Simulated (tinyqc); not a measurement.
Inside a calculation. Method: Hubbard ring of 4 sites. Computed by tinyqc, a small Python program that keeps every step. Settings: hopping = 1.3, U = 7.8, mixing = 0.2, iteration cap = 66. Command: `OMP_NUM_THREADS=1 python tinyqc.py 29955 29956 out.jsonl` (the two numbers bound the seeds that draw the settings). One thread of a shared host (Intel(R) Xeon(R) Processor @ 2.60GHz), about 0.2 s of CPU time with the checks. Later iterations appear only in the table of the cycle.

## Mean-field iteration 1

one-body matrix (hopping and site energies) (eV), order 1, 2, 3, 4:
```
[[-0.610000, -1.300000, 0.000000, -1.300000],
 [-1.300000, -0.250000, -1.300000, 0.000000],
 [0.000000, -1.300000, -0.110000, -1.300000],
 [-1.300000, 0.000000, -1.300000, 0.580000]]
```

U = 7.800000 eV

electrons, up and down: [1, 1]

mixing = 0.200000

n(up) at the start (a guess, not normalised): [0.550000, 0.000000, 0.550000, 0.000000]

n(down) at the start (a guess): [0.000000, 0.550000, 0.000000, 0.550000]

H(up) = T + U n(down), H(down) = T + U n(up); fill the lowest levels; n(new) = n + mixing (n(out) - n); E = tr T (rho up + rho down) + U sum n_up n_down of the output.

levels, up (eV): [-1.544858, -0.317476, 4.344037, 5.708298]

levels, down (eV): [-1.261042, 0.253940, 3.896537, 5.300565]

energy = -3.106768 eV

n(up) after iteration 1: [0.558744, 0.017549, 0.490406, 0.013301]

n(down) after iteration 1: [0.020705, 0.564633, 0.017075, 0.477587]

## Mean-field iteration 2

As before.

levels, up (eV): [-1.448422, -0.177228, 4.225933, 5.433716]

levels, down (eV): [-1.194304, 0.361559, 3.731547, 5.135198]

energy = -3.205543 eV

n(up) after iteration 2: [0.560789, 0.031321, 0.444863, 0.027027]

n(down) after iteration 2: [0.037046, 0.570947, 0.034418, 0.421589]

## Mean-field iteration 3

As before.

levels, up (eV): [-1.375990, -0.047327, 4.019104, 5.313413]

levels, down (eV): [-1.148201, 0.462719, 3.543465, 5.051218]

energy = -3.279050 eV

n(up) after iteration 3: [0.559604, 0.042213, 0.408343, 0.041040]

n(down) after iteration 3: [0.050037, 0.572093, 0.051757, 0.377313]

## Convergence

Each step fills the lowest levels of T + U n(other spin) and sets n(new) = n + mixing (n(out) - n); stop when output and input agree to 1e-8.

Course of the cycle:
```
iteration       E (eV)  largest |n(out) - n(in)|  mean |n_up - n_down|
1          -3.10676756                  3.62e-01              0.328425
2          -3.20554336                  2.80e-01              0.312732
3          -3.27905001                  2.21e-01              0.297007
4          -3.33773848                  1.79e-01              0.281782
5          -3.38733281                  1.49e-01              0.267282
6          -3.43086453                  1.27e-01              0.253568
7          -3.46999647                  1.11e-01              0.240628
8          -3.50568922                  1.04e-01              0.228419
9          -3.53851300                  9.78e-02              0.237513
10         -3.56879958                  9.24e-02              0.250266
11         -3.59672717                  8.74e-02              0.262644
...                ...                       ...                   ...
56         -3.80179926                  7.73e-03              0.357863
57         -3.80190604                  7.43e-03              0.357417
58         -3.80200602                  7.15e-03              0.356978
59         -3.80209970                  6.88e-03              0.356546
60         -3.80218753                  6.63e-03              0.356121
61         -3.80226993                  6.39e-03              0.355705
62         -3.80234727                  6.16e-03              0.355296
63         -3.80241990                  5.94e-03              0.354895
64         -3.80248815                  5.73e-03              0.354503
65         -3.80255230                  5.53e-03              0.354119
66         -3.80261263                  5.35e-03              0.353743
```

Not converged within 66 iterations: the residual falls steadily but slowly, by a factor of about 0.96 a step. The lowest mean-field energy found from random starts is -3.80364 eV. Reruns (cap 100 unless said): mixing 0.5: not converged; mixing 0.9: not converged; the original settings with a cap of 400: not converged.

## The many-body Hamiltonian

Basis: all placements (u, d, 2, 0 on each site), up operators ordered before down ones; hops carry the sign of the same-spin electrons passed.

H (eV), order 2000, ud00, u0d0, u00d, du00, 0200, 0ud0, 0u0d, d0u0, 0du0, 0020, 00ud, d00u, 0d0u, 00du, 0002:
```
[[6.580000, -1.300000, 0.000000, -1.300000, -1.300000, 0.000000, 0.000000, 0.000000, 0.000000, 0.000000, 0.000000, 0.000000, -1.300000, 0.000000, 0.000000, 0.000000],
 [-1.300000, -0.860000, -1.300000, 0.000000, 0.000000, -1.300000, 0.000000, 0.000000, 0.000000, 0.000000, 0.000000, 0.000000, 0.000000, -1.300000, 0.000000, 0.000000],
 [0.000000, -1.300000, -0.720000, -1.300000, 0.000000, 0.000000, -1.300000, 0.000000, 0.000000, 0.000000, 0.000000, 0.000000, 0.000000, 0.000000, -1.300000, 0.000000],
 [-1.300000, 0.000000, -1.300000, -0.030000, 0.000000, 0.000000, 0.000000, -1.300000, 0.000000, 0.000000, 0.000000, 0.000000, 0.000000, 0.000000, 0.000000, -1.300000],
 [-1.300000, 0.000000, 0.000000, 0.000000, -0.860000, -1.300000, 0.000000, -1.300000, -1.300000, 0.000000, 0.000000, 0.000000, 0.000000, 0.000000, 0.000000, 0.000000],
 [0.000000, -1.300000, 0.000000, 0.000000, -1.300000, 7.300000, -1.300000, 0.000000, 0.000000, -1.300000, 0.000000, 0.000000, 0.000000, 0.000000, 0.000000, 0.000000],
 [0.000000, 0.000000, -1.300000, 0.000000, 0.000000, -1.300000, -0.360000, -1.300000, 0.000000, 0.000000, -1.300000, 0.000000, 0.000000, 0.000000, 0.000000, 0.000000],
 [0.000000, 0.000000, 0.000000, -1.300000, -1.300000, 0.000000, -1.300000, 0.330000, 0.000000, 0.000000, 0.000000, -1.300000, 0.000000, 0.000000, 0.000000, 0.000000],
 [0.000000, 0.000000, 0.000000, 0.000000, -1.300000, 0.000000, 0.000000, 0.000000, -0.720000, -1.300000, 0.000000, -1.300000, -1.300000, 0.000000, 0.000000, 0.000000],
 [0.000000, 0.000000, 0.000000, 0.000000, 0.000000, -1.300000, 0.000000, 0.000000, -1.300000, -0.360000, -1.300000, 0.000000, 0.000000, -1.300000, 0.000000, 0.000000],
 [0.000000, 0.000000, 0.000000, 0.000000, 0.000000, 0.000000, -1.300000, 0.000000, 0.000000, -1.300000, 7.580000, -1.300000, 0.000000, 0.000000, -1.300000, 0.000000],
 [0.000000, 0.000000, 0.000000, 0.000000, 0.000000, 0.000000, 0.000000, -1.300000, -1.300000, 0.000000, -1.300000, 0.470000, 0.000000, 0.000000, 0.000000, -1.300000],
 [-1.300000, 0.000000, 0.000000, 0.000000, 0.000000, 0.000000, 0.000000, 0.000000, -1.300000, 0.000000, 0.000000, 0.000000, -0.030000, -1.300000, 0.000000, -1.300000],
 [0.000000, -1.300000, 0.000000, 0.000000, 0.000000, 0.000000, 0.000000, 0.000000, 0.000000, -1.300000, 0.000000, 0.000000, -1.300000, 0.330000, -1.300000, 0.000000],
 [0.000000, 0.000000, -1.300000, 0.000000, 0.000000, 0.000000, 0.000000, 0.000000, 0.000000, 0.000000, -1.300000, 0.000000, 0.000000, -1.300000, 0.470000, -1.300000],
 [0.000000, 0.000000, 0.000000, -1.300000, 0.000000, 0.000000, 0.000000, 0.000000, 0.000000, 0.000000, 0.000000, -1.300000, -1.300000, 0.000000, -1.300000, 8.960000]]
```

## Exact diagonalisation (16 states)

Lowest levels of the sector, and the double occupancy of the lowest state.

lowest levels (eV): [-4.542972, -3.109912, -2.596728, -1.213984, -0.961960, -0.227352]

double occupancy per site = 0.012857

## The lowest level by Lanczos steps

From a random start vector (not printed): a_j = <q_j|H|q_j>, b_j = norm of the remainder after orthogonalising; the Ritz value is the lowest eigenvalue of the tridiagonal matrix of a and b so far.

Lanczos:
```
j    a_j (eV)  b_j (eV)  lowest Ritz value (eV)
1   -0.081219  4.295436             -0.08121862
2    2.744936  4.077157             -3.19003877
3    1.718150  2.822836             -4.33652442
4    5.430843  3.892404             -4.50000401
5    4.074895  1.664961             -4.53877622
6    1.491400  4.089758             -4.54148086
7    5.083437  2.202493             -4.54268318
8   -0.348875  2.032987             -4.54293552
9    5.933674  2.858962             -4.54296792
10   4.110227  1.030633             -4.54297159
```
